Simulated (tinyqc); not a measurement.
Inside a calculation: Shockley state of an s-p chain by decimation. Values are carried at full precision from step to step, so a last printed digit may differ when a step is redone from the rounded ones.

Each site has s at -d/2 and p at +d/2: H0 = diag(-d/2, d/2). The block to the next site on the right is H1 = [[-ts, u], [-u, tp]] (rows s, p of site n; columns s, p of site n + 1). Bulk: H(k) = [[-d/2 - 2 ts cos k, 2i u sin k], [-2i u sin k, d/2 + 2 tp cos k]]. The bands are inverted at k = pi if d < 2 (ts + tp).

Parameters, chosen for this exercise:
- d = 2.98 eV (Ep - Es)
- ts = 1.41 eV (s-s hopping)
- tp = 1.71 eV (p-p hopping)
- u = 0.71 eV (s-p hopping)
- E = 0.01 eV (energy)
- eta = 0.01 eV (broadening)

## Bulk bands

Levels and s weight of the lower band at k = j pi/6.

Bands:
```
k/pi,lower (eV),upper (eV),"s weight, lower"
0.000,-4.3100,4.9100,1.000
0.167,-3.9919,4.5115,0.993
0.333,-3.1386,3.4386,0.964
0.500,-2.0583,2.0583,0.862
0.667,-1.3817,1.0817,0.472
0.833,-1.6645,1.1448,0.069
1.000,-1.9300,1.3300,0.000
```

The lower band is s-like at k = 0 and p-like at pi: the bands are inverted, and the gap is a hybridisation gap that can hold a Shockley state.

## First round of decimation

Decimation (Sancho-Rubio) at z = E + i eta: start with es = e = H0, A = H1, B = H1^T. Each round forms g = (z - e)^-1 and sets es += A g B, e += A g B + B g A, A = A g A, B = B g B, doubling the length covered. Stop when all |A| < 1e-10. Surface G = (z - es)^-1, bulk G = (z - e)^-1; densities -Im tr G/pi.

Carry out one round.

g (1/eV):
```
,s,p
s,0.6666-0.0044i,0.0000
p,0.0000,-0.6756-0.0046i
```

es (eV):
```
,s,p
s,-0.5053-0.0111i,-0.1529-0.0100i
p,-0.1529-0.0100i,-0.1496-0.0156i
```

e (eV):
```
,s,p
s,0.4795-0.0223i,0.0000
p,0.0000,-1.7892-0.0312i
```

A (eV):
```
,s,p
s,1.6659-0.0065i,-1.4877-0.0011i
p,1.4877+0.0011i,-2.3117-0.0111i
```

## Course of the decimation

All rounds.

Rounds:
```
round,sites covered,largest |A| (eV),surface density (1/eV)
1,2,2.31,0.56539
2,4,7.67,0.13441
3,8,5.32,0.09299
4,16,0.0237,0.09064
5,32,1.51e-05,0.09063
6,64,4.08e-12,0.09063
```

surface G (1/eV):
```
,s,p
s,2.5648-0.1558i,-2.1500+0.1394i
p,-2.1500+0.1394i,1.7258-0.1290i
```

densities (1/eV): surface 0.09063, bulk 0.00199

Converged in 6 rounds. E lies inside the bulk gap (-1.372 to 1.011 eV); once |A| is small it falls roughly as its square in each round, up to a factor. The surface density is 46 times the bulk one, owing to the broadened Shockley level, which peaks near -0.14 eV.

## Checks

- Surface G against the Dyson relation G = (z - H0 - H1 G H1^T)^-1: they agree to 1e-10 or better.

Computed by tinyqc, a small Python program: `OMP_NUM_THREADS=1 python tinyqc.py 1451886 1451887 out.jsonl` (the numbers bound the seed that draws the inputs); one thread of a shared host (Intel(R) Xeon(R) Processor @ 2.30GHz), about 0.4 s for the whole set of steps.
